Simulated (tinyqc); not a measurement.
# Input admittance of a MOSFET at zero drain bias: distributed channel and distributed gate: two studies

Source and drain grounded, strong inversion, w = 2 pi f, Cox = eps0 eox/tox. The channel is an RC line of resistance 1/(mu Cox Vo) per square fed from both ends, so one finger has the intrinsic admittance y = i w Cox L tanh(g)/g per width, g = (1/2) sqrt(i w tau), tau = L^2/(mu Vo). The vertical resistance rv/L is in series with y, the overlaps 2 i w Cov in parallel: y_t = 1/(1/y + rv/L) + 2 i w Cov. The gate strip is a line of Rsh/L per length loaded by y_t, so a finger has Y = y_t Wf tanh(k)/k, k = (Wf/sd) sqrt(y_t Rsh/L); the device has Nf Y.

Values chosen for this exercise; values of the order met in silicon radio-frequency transistors:
```
symbol  value        unit                                                                 meaning
eox       3.9              relative permittivity of the gate insulator (close to silicon dioxide)
tox       5.5          nm                                                     insulator thickness
L        0.41          um                                                          channel length
Wf        9.5          um                                                            finger width
Nf          8                                                                   number of fingers
mu        190  cm^2/(V s)                                                        channel mobility
Vo       0.75           V                                                          gate overdrive
Rsh       9.2  ohm/square                                            sheet resistance of the gate
rv          0    ohm um^2                                  vertical resistivity of the gate stack
sd          1                                       number of ends at which a finger is contacted
Cov      0.26       fF/um                             overlap and fringe capacitance on each side
f          56         GHz                                                               frequency
```

Constants: eps0 = 8.8541878128e-14 F/cm where lengths are in cm. Results are converted to the units shown.

Each table varies one quantity; the others keep the values above.

## Input impedance against frequency

Low-frequency limits, with c = Cox L and ct = c + 2 Cov: R_strip = Rsh Wf/(3 sd^2 L Nf), R_ch = (c/ct)^2 L/(12 mu Cox Vo Wf Nf), R_vert = (c/ct)^2 rv/(L Wf Nf), C = ct Wf Nf. Z = 1/(Nf Y) = R + 1/(i w C), Q = |Im Z|/R, far-point signal |1/cosh k|.

The same in every row: low-frequency R (ohm) = 12.36.

Results:
```
f (GHz)    w tau     |k|  R (ohm)  C (fF)       Q  signal at the far point
0.6      0.04447  0.1537    12.36   235.2   91.27                   0.9999
3         0.2224  0.3436    12.36   235.1   18.26                   0.9979
6         0.4447  0.4858    12.35   234.8   9.147                   0.9918
10        0.7412  0.6267    12.34   234.1   5.511                   0.9778
30         2.224   1.075    12.17   226.3   1.926                   0.8423
60         4.447   1.476    11.75   207.0   1.090                   0.6235
100        7.412   1.803    11.16   180.4  0.7906                   0.4504
300        22.24   2.454    9.217   99.61  0.5778                   0.2357
```

Estimate the missing row, f = 1 GHz.

Computed row:
```
f (GHz)    w tau     |k|  R (ohm)  C (fF)      Q  signal at the far point
1        0.07412  0.1984    12.36   235.1  54.76                   0.9998
```

With this row back in the table: R falls from 12.4 to 9.22 ohm and C falls from 235 to 99.6 fF. Q goes as f^(-1.00) between the first two rows and f^(-0.29) between the last two, where w tau = 22.2 and |k| = 2.45. The low-frequency limits hold both R and C within 5 % up to f = 30 GHz among the rows.

## Effect of the channel length

Same model as above.

Result of one run:
```
L (um)  w tau    |k|  R (ohm)  low-frequency R (ohm)  C (fF)       Q  signal at the far point
0.8     15.80  1.087    11.21                  12.60   297.6  0.8521                   0.6975
```

What becomes of these results when the channel length L is changed from 0.8 to 0.058 um, all else the same?

Result of the changed run:
```
L (um)    w tau    |k|  R (ohm)  low-frequency R (ohm)  C (fF)      Q  signal at the far point
0.058   0.08306  2.110    56.29                  62.91   49.02  1.030                   0.4722
```

The whole series:
```
L (um)    w tau     |k|  R (ohm)  low-frequency R (ohm)  C (fF)       Q  signal at the far point
0.03    0.02222   2.626    96.58                  121.4   31.04  0.9481                   0.3186
0.058   0.08306   2.110    56.29                  62.91   49.02   1.030                   0.4722
0.11     0.2988   1.793    31.50                  33.54   76.18   1.184                   0.5948
0.22      1.195   1.584    17.19                  17.98   127.7   1.295                   0.6609
0.42      4.356   1.425    11.71                  12.26   213.7   1.135                   0.6471
0.8       15.80   1.087    11.21                  12.60   297.6  0.8521                   0.6975
1.6       63.21  0.7280    10.15                  20.00   278.1   1.007                   0.8470
3         222.2  0.5331    9.048                  36.03   280.0   1.122                   0.9155
```

As L goes from 0.03 to 3, R falls from 96.6 to 9.05 ohm, C moves up and down between 31.0 and 298 fF and Q moves up and down between 0.852 and 1.30.

Numbers from tinyqc (`OMP_NUM_THREADS=1 python tinyqc.py 2262198 2262199 out.jsonl`; about 0.01 s on one thread of a shared Intel Xeon 2.30GHz).
